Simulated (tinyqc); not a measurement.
Surface potential of a MOS transistor: implicit equation and explicit approximations: two steps of the calculation.

p-type body, charge-sheet picture, depletion and inversion only, full ionisation (an idealisation for deep acceptors), Boltzmann statistics (rough once Na exp(x - xn) passes about Nc/7). In units of Vt: xg = (Vg - Vfb)/Vt, x = psi/Vt, G = gamma/sqrt(Vt), xn = (2 phiF + Vc)/Vt. The implicit equation is (xg - x)^2 = G^2 [x - 1 + exp(x - xn)] for x above about 3. Cox = eps0 eox/tox.

Parameters, values chosen for the exercise; band and dielectric values close to those of silicon: temperature T = 300 K; relative permittivity of the gate insulator (close to silicon nitride) eox = 7.72; insulator thickness tox = 9.7 nm; channel-body voltage Vc = 0.2 V.

Constants: q = 1.602176634e-19 C, kB = 1.380649e-23 J/K, Vt = kB T/q, eps0 = 8.8541878128e-14 F/cm where lengths are in cm. Results are converted to the units shown.

Task 1. Explicit approximation. Depletion value a = 1 + [sqrt(G^2/4 + xg - 1) - G/2]^2; inversion value b = xn + ln[(xg - xn)^2/G^2 - xn + 1] and first guess y = min(a, b) - ln(1 + exp(-|a - b|)) if a > xn + 1, else b = y = a; one second-order correction with D = exp(y - xn), p = 2 (xg - y) + G^2 (1 + D), w = (xg - y)^2 - G^2 (y - 1 + D): z = y + 2 w/(p + sqrt(p^2 - 2 (2 - G^2 D) w)), or the Newton step z = y + w/p where the root is not real.

G = 3.6825264
xn = 43.136363
xg = 74.655733

Find: a; b; y; p; w; z.

Result 1.

a = 49.11
b = 46.57
y = 46.50
p = 461.0
w = -215.3
z = 45.86

The root of the implicit equation is x = 45.9103; y misses it by 0.59 and z by -0.052, in units of Vt.

Task 2. Potential, charges and gate control. psi = Vt x; N_dep = Cox Vt G sqrt(x - 1)/q; N_inv = (Cox Vt G/q) [sqrt(x - 1 + exp(x - xn)) - sqrt(x - 1)]; dpsi/dVg = 1/[1 + G^2 (1 + exp(x - xn))/(2 (xg - x))].

converged x = 45.910309
G = 3.6825264
xn = 43.136363
xg = 74.655733

Wanted: psi; N_dep; N_inv; dpsi/dVg.

Result 2.

psi = 1.187 V
N_dep = 2.806e12 cm^-2
N_inv = 4.624e11 cm^-2
dpsi/dVg = 0.1994

psi lies 2.8 Vt above 2 phiF + Vc.

Numbers from tinyqc (`OMP_NUM_THREADS=1 python tinyqc.py 2122111 2122112 out.jsonl`; about 0.01 s on one thread of a shared Intel Xeon 2.30GHz).
